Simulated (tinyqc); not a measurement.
Changing the thickness t: leakage currents through a thin dielectric. Computed by tinyqc, a small Python program. Command: `OMP_NUM_THREADS=1 python tinyqc.py 3006356 3006357 out.jsonl leak sweep`. One thread of a shared host (Intel(R) Xeon(R) Processor @ 2.30GHz), about 0.1 s of CPU time with the checks.

Electrons leave an electrode with Fermi energy E_F above its band bottom; barriers are counted from the Fermi level, and both electrodes are alike.

Inputs (values chosen for the exercise, modelled on HfO2):
```
quantity                          value  unit
barrier height phi_B               1.56    eV
tunnelling mass m                  0.21   m_0
static permittivity k                21     -
optical permittivity k_o           3.91     -
trap depth phi_t                    1.1    eV
Poole-Frenkel prefactor sigma_0  0.0031  S/cm
electrode Fermi energy E_F         0.22    eV
electrode mass m_e                    1   m_0
voltage V                             1     V
temperature T                       300     K
```

Stack: single layer.

Constants: m_0 = 9.1093837015e-31 kg; e = 1.602176634e-19 C; hbar = 1.054571817e-34 J s; k_B = 8.617333262e-05 eV/K; k_B = 1.380649e-23 J/K; eps_0 = 8.8541878128e-12 F/m; h = 6.62607015e-34 J s.

Method:
- Field F = V/t; equivalent oxide thickness 3.9 t/k.
- WKB: a layer of mass m, field F and barrier b(x) = b_0 - e F x gives the exponent (4 sqrt(2 m)/(3 hbar e F)) [b_0^(3/2) - max(b_0 - e F t, 0)^(3/2)] for b_0 > 0; b_0 = barrier - (E - E_F); the transmission is D(E) = exp(-sum of exponents), without image force.
- Tsu-Esaki: J = (e m_e k_B T/(2 pi^2 hbar^3)) int D(E) ln[(1 + exp((E_F - E)/k_B T))/(1 + exp((E_F - eV - E)/k_B T))] dE over the normal energy E (its change with the mass at an interface is neglected) from max(0, E_F - 3 eV) to E_F + largest barrier, by 100 Gauss-Legendre points in each part, split at E_F - 0.3 eV (if inside the range) and E_F + 8 k_B T.
- The mean energy weights E - E_F by the integrand.
- Schottky emission J = A T^2 exp(-(phi_B - sqrt(e^3 F/(4 pi k_o eps_0)))/k_B T), A = 4 pi e m k_B^2/h^3 with the tunnelling mass; Poole-Frenkel J = sigma_0 F exp(-(phi_t - sqrt(e^3 F/(pi k_o eps_0)))/k_B T); both use the field F of the dielectric.

One run for each value; columns: (1) thickness t (nm); (2) tunnel current density (A/cm^2); (3) transmission D(E_F); (4) field F (MV/cm); (5) equivalent oxide thickness (nm); (6) Poole-Frenkel current density (A/cm^2):
```
(1)        (2)        (3)    (4)    (5)        (6)
1.3  5.462e+05  1.982e-03  7.692  0.241  6.040e+03
1.7  7.172e+04  2.920e-04  5.882  0.316  2.629e+01
2.2  5.696e+03  2.666e-05  4.545  0.409  2.608e-01
2.8  2.746e+02  1.508e-06  3.571  0.520  5.625e-03
3.7  2.955e+00  2.028e-08  2.703  0.687  1.107e-04
4.8  1.195e-02  1.047e-10  2.083  0.891  4.340e-06
6.2  1.131e-05  1.286e-13  1.613  1.151  2.561e-07
8.0  1.609e-09  2.327e-17  1.250  1.486  2.079e-08
```

Over the rows, tunnel current density (A/cm^2) falls from 546000 to 1.61e-9 (exponent d ln y / d ln x -7.6 between the first rows and -35 between the last); transmission D(E_F) falls from 0.00198 to 2.33e-17 (exponent d ln y / d ln x -7.1 between the first rows and -34 between the last); field F (MV/cm) falls from 7.69 to 1.25 (exponent d ln y / d ln x about -1.0 throughout). At fixed voltage the tunnel current falls by one decade per 4.54 angstrom between the first rows; a low-bias barrier gives ln(10) hbar/(2 sqrt(2 m phi_B)) = 3.93 angstrom. Left out: 1.00 (the field removes the barrier).

Caution (rows 1.30): the field is near or above what such a dielectric withstands; the numbers only show the formulas.
